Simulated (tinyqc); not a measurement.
From results to parameters: diatomic chain. Computed by the program tinyqc.

Problem. A chain of two alternating masses has one spring constant k; at the zone edge omega^2 = 2k/M and 2k/m, and wavenumber = 521.4708 sqrt(omega^2) with omega^2 in eV/(angstrom^2 u). Find k, the heavier mass and the optical wavenumber at q = 0.

wavenumbers at the zone edge (cm^-1): 239.322953  423.907560
lighter mass = 34.200000 u

Solution. The upper value gives k = m omega^2/2, the ratio of the squares gives M/m, and at q = 0 omega^2 = 2k (1/m + 1/M), the sum of the two.

k = 11.3000 eV/angstrom^2
heavier mass = 107.300 u
optical wavenumber at q = 0 = 486.799 cm^-1
